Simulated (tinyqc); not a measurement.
What moves the results: donors with valley-orbit split 1s states. A value that a table varies takes the place of the one given here.

Each donor binds at most one electron, in any of its states. For a site s, W_s = sum over its states of g exp(E/kT), and the ionised share is 1/(1 + W_s exp(eta)), eta = (EF - Ec)/kT; n = Nc F_1/2(eta); neutrality n + NA = ND x (mean ionised share); holes are neglected. Nc from N = 2 (m kB T/(4 pi c))^(3/2) with c = hbar^2/2m0, in 1/angstrom^3; times 1e24 for 1/cm^3, m = md. F_j(eta) = (1/Gamma(j + 1)) integral_0^infinity x^j dx/(1 + exp(x - eta)), which tends to exp(eta) for eta << 0.

Mobility (Caughey-Thomas form): mu = mu0 + (mu1 (T/300)^(-ga) - mu0)/(1 + ((ND + NA)/Nr)^de); rho = 1/(e n mu), e = 1.602176634e-19 C.

Constants: hbar^2/2m0 = 3.80998211 eV angstrom^2; kB = 8.617333262e-05 eV/K.

Parameters, chosen for this exercise (near those of P in Si; shifted at random, so the results belong to these values and not to a real crystal):
```
symbol  value             unit        meaning
md      1.048             m0          density-of-states mass of the conduction band
E       (47.4, 35.2, 35)  meV         binding energies of 1s(A1), 1s(T2), 1s(E)
g       (2, 6, 4)                     their degeneracies with spin
ND      1.8e+17           1/cm^3      donors
NA      2.8e+16           1/cm^3      compensating acceptors, all ionised
T       200               K
mu0     66                cm^2/(V s)  mobility at heavy doping
mu1     1400              cm^2/(V s)  mobility at light doping and 300 K
Nr      9.5e+16           1/cm^3      reference doping
de      0.72                          doping exponent
ga      2.3                           temperature exponent
```

## What the excited states change

The last columns keep only the ground state of each site (g = 2).

Results:
```
T (K)  effective degeneracy     eta  n (1/cm^3)  n, ground states only  ratio
40                     2.28  -12.89    3.32e+12               3.79e+12  0.876
60                     2.93   -8.57    4.57e+14               6.63e+14  0.688
80                     3.68   -6.67    4.68e+15               7.72e+15  0.606
110                    4.74   -5.60    2.20e+16               3.62e+16  0.609
150                    5.87   -5.21    5.19e+16               8.03e+16  0.646
200                    6.90   -5.17    8.34e+16               1.16e+17  0.718
250                    7.66   -5.27    1.05e+17               1.33e+17  0.788
300                    8.22   -5.42    1.19e+17               1.41e+17  0.842
400                    9.00   -5.74    1.33e+17               1.47e+17  0.907
500                    9.52   -6.02    1.40e+17               1.49e+17  0.940
```

The effective degeneracy grows from 2.28 to 9.52. Excited states hold electrons back, so the ratio is never above 1; it is lowest, 0.606, at 80 K of those listed, and 0.842 at 300 K. At low T the excited states empty out, and at high T more donors are ionised (n is 92 % of ND - NA in the last row), so the effect is largest in between.

## Ionisation and resistivity against doping

NA = 0.

Results:
```
ND (1/cm^3)  n (1/cm^3)   n/ND  mu (cm^2/(V s))  rho (ohm cm)  rho at full ionisation
1.0e+14        9.99e+13  0.999             3533          17.7                    17.7
1.0e+15        9.93e+14  0.993             3431          1.83                    1.82
1.0e+16        9.35e+15  0.935             2981         0.224                   0.209
3.0e+16        2.53e+16  0.843             2497        0.0989                  0.0833
1.0e+17        6.69e+16  0.669             1779        0.0524                  0.0351
3.0e+17        1.45e+17  0.483             1128        0.0382                  0.0184
1.0e+18        3.06e+17  0.306              608        0.0336                  0.0103
2.0e+18        4.55e+17  0.228              416        0.0329                 0.00750
```

From 1e16 to 1e18 1/cm^3 rho falls by a factor 6.66, not 100: the mobility takes a factor 4.91 and incomplete ionisation 3.06. n/ND is below 0.9 from 3e+16 1/cm^3 on. From a few times 1e18 1/cm^3 on, depending on the dopant, the levels merge with the band, and already below that screening lowers the binding energy, so the last rows understate n.

## Compensation sets the slope of the freeze-out

NA = K ND. The slope energy is -d ln(n T^(-p))/d(1/kT) between 30 and 36 K, with p = 3/4 for K = 0 and p = 3/2 otherwise.

Results:
```
K       n(30 K) (1/cm^3)  n(36 K) (1/cm^3)  slope energy (meV)
0               2.83e+13          1.46e+14               23.32
0.0010          4.34e+12          8.13e+13               41.22
0.010           4.40e+11          1.16e+13               46.55
0.050           8.44e+10          2.24e+12               46.64
0.20            1.78e+10          4.73e+11               46.64
0.50            4.44e+09          1.18e+11               46.64
```

Without acceptors the slope is 23.32 meV, against half the ground-state energy, 23.70; with K = 0.05 it is 46.64 meV, against the full 47.4. The full energy (less a few meV where excited levels lie within a few kT) shows where n is far below NA, since the acceptors then hold EF near the donor level: n(36 K)/NA is 0.45 for K = 0.001 and 0.00025 for K = 0.05; where it is not small, the slope falls short of the full energy.

## What moves the carrier density

All results formed anew. Each row changes one parameter from the base and keeps the others.

Results:
```
case                         eta  n (1/cm^3)  rho (ohm cm)
base                      -5.167   8.339e+16       0.05620
E = (52.4, 35.2, 35) meV  -5.199   8.078e+16       0.05802
md = 1.153 m0             -5.263   8.742e+16       0.05360
ND = 3.6e+17 1/cm^3       -4.609   1.454e+17       0.04309
NA = 4.6e+16 1/cm^3       -5.318   7.169e+16       0.06780
T = 230 K                 -5.222   9.738e+16       0.06558
Nr = 1.9e+17 1/cm^3       -5.167   8.339e+16       0.04265
```

The largest shifts from the base row, up to three for each result and ties (the steps differ in size, so this ranks the rows, not the parameters). eta: ND +0.558, NA -0.151, md -0.096; unchanged at the printed digits by Nr. n (1/cm^3): ND +6.20e+16, T +1.40e+16, NA -1.17e+16; unchanged at the printed digits by Nr. rho (ohm cm): Nr -0.0135, ND -0.0131, NA +0.0116.

(tinyqc, `OMP_NUM_THREADS=1 python tinyqc.py 1682319 1682320 out.jsonl`, Intel(R) Xeon(R) Processor @ 2.30GHz, 1 thread, shared host, about 0.01 s.)
